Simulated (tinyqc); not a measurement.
# ESD clamp with bipolar snapback, compact model and design window: what changes with what

The drain junction multiplies the current that enters it: Igen = (M - 1)(Ic + I0), M = 1/(1 - (Vj/BV)^n). The generated holes leave through the substrate resistance and the base of the parasitic npn: Igen = Vb/Rb + Ic/be, Ic = Is exp(Vb/Vt). Terminal current I = Ic + I0 + Igen and voltage V = Vj + I Ro, per width. Isothermal, constant gain.

Parameters, values chosen for the exercise; values close to those of grounded-gate n-channel clamps: temperature T = 300 K; junction breakdown voltage BV = 6.4 V; exponent of the multiplication n = 4.4; current gain of the parasitic npn be = 5; saturation current Is = 1.1e-17 A/um; junction leakage I0 = 1.3e-11 A/um; substrate resistance Rb = 43000 ohm um; drain ballast and contact resistance Ro = 180 ohm um; failure current for 100 ns It2 = 7.9 mA/um.

Constants: q = 1.602176634e-19 C, kB = 1.380649e-23 J/K, Vt = kB T/q. Results are converted to the units shown.

Each table varies one quantity; the others keep the values above.

## Failure current against pulse length

Power to failure goes as 1/t for pulses shorter than ta = 17 ns (adiabatic) and as 1/sqrt(t) beyond: Pf = P100 sqrt(100 ns/t) for t > ta and Pf(ta) ta/t below, with P100 = Vt2 It2 at 100 ns. The failure current solves V I = Pf on the curve (I(Vb), V(Vb)). For given Vb: Ic, Igen, M = 1 + Igen/(Ic + I0), Vj = BV (1 - 1/M)^(1/n), I and V. Vt1 is the maximum of V along the curve, Vh the following minimum, Vt2 the voltage at I = It2.

Result of one run:
```
t (ns)  Pf (mW/um)  failure current (mA/um)  V at failure (V)  energy (nJ/um)
100          44.98                    7.900             5.694           4.498
```

What becomes of these results when the pulse length t is changed from 100 to 500 ns, all else the same?

Result of the changed run:
```
t (ns)  Pf (mW/um)  failure current (mA/um)  V at failure (V)  energy (nJ/um)
500          20.12                    4.018             5.006           10.06
```

The whole series:
```
t (ns)  Pf (mW/um)  failure current (mA/um)  V at failure (V)  energy (nJ/um)
1             1855                    90.36             20.52           1.855
2            927.3                    60.91             15.22           1.855
5            370.9                    35.07             10.58           1.855
10           185.5                    22.37             8.290           1.855
20           100.6                    14.59             6.893           2.012
50           63.61                    10.37             6.135           3.181
100          44.98                    7.900             5.694           4.498
200          31.81                    5.949             5.346           6.361
500          20.12                    4.018             5.006           10.06
```

The failure current falls from 90.4 to 4.02 mA/um, as t^(-0.57) at the start and t^(-0.43) at the end, more slowly than the power since V rises with I. The voltage at failure falls from 20.5 to 5.01 V.

## Effect of the current gain of the parasitic npn

Same model as above.

It1 and Ih are the currents at Vt1 and Vh.

The same in every row: Vt1 (V) = 6.402.

Effect of the current gain of the parasitic npn:
```
be   It1 (uA/um)  Vh (V)  Ih (uA/um)  Vt2 (V)  Vt2 - Vt1 (V)
1          10.93   5.594       341.6    6.892         0.4905
1.7        10.93   5.267       430.9    6.534         0.1319
2.9        10.93   4.898       538.0    6.127        -0.2746
4.9        10.93   4.524       661.8    5.710        -0.6921
8.2        10.93   4.169       803.0    5.305         -1.096
14         10.93   3.831       971.1    4.909         -1.493
24         10.93   3.533        1162    4.544         -1.858
40         10.93   3.295        1360    4.237         -2.165
```

What does the comparison show?

As be goes from 1 to 40, Vt1 stays near 6.40 V, It1 stays near 10.9 uA/um, Vh falls from 5.59 to 3.30 V and Vt2 falls from 6.89 to 4.24 V. Vt2 exceeds Vt1, the condition for all fingers to turn on, in 2 of the 8 rows. A higher gain needs less multiplication to hold, so Vh falls.

## Effect of the drain ballast and contact resistance

Same model as above.

Result of one run:
```
Ro (ohm um)  Vt1 (V)  It1 (uA/um)  Vh (V)  Ih (uA/um)  Vt2 (V)  Vt2 - Vt1 (V)
490            6.405        11.57   4.663       387.9    8.143          1.737
```

What becomes of these results when the drain ballast and contact resistance Ro is changed from 490 to 160 ohm um, all else the same?

Result of the changed run:
```
Ro (ohm um)  Vt1 (V)  It1 (uA/um)  Vh (V)  Ih (uA/um)  Vt2 (V)  Vt2 - Vt1 (V)
160            6.402        10.85   4.496       710.3    5.536        -0.8660
```

The whole series:
```
Ro (ohm um)  Vt1 (V)  It1 (uA/um)  Vh (V)  Ih (uA/um)  Vt2 (V)  Vt2 - Vt1 (V)
30             6.400        9.792   4.365        1710    4.509         -1.892
52             6.400        10.14   4.397        1284    4.682         -1.718
92             6.401        10.50   4.441       952.2    4.998         -1.402
160            6.402        10.85   4.496       710.3    5.536        -0.8660
280            6.403        11.21   4.569       526.1    6.484        0.08070
490            6.405        11.57   4.663       387.9    8.143          1.737
860            6.410        11.93   4.784       283.7    11.07          4.656
1500           6.417        12.29   4.938       206.7    16.12          9.704
```

As Ro goes from 30 to 1500 ohm um, Vt1 stays near 6.40 V, It1 rises from 9.79 to 12.3 uA/um, Vh rises from 4.36 to 4.94 V and Vt2 rises from 4.51 to 16.1 V. Vt2 exceeds Vt1, the condition for all fingers to turn on, in 4 of the 8 rows. Ballast buys uniform turn-on with a higher clamping voltage.

Numbers from tinyqc (`OMP_NUM_THREADS=1 python tinyqc.py 2670126 2670127 out.jsonl`; about 0.02 s on one thread of a shared Intel Xeon 2.30GHz).
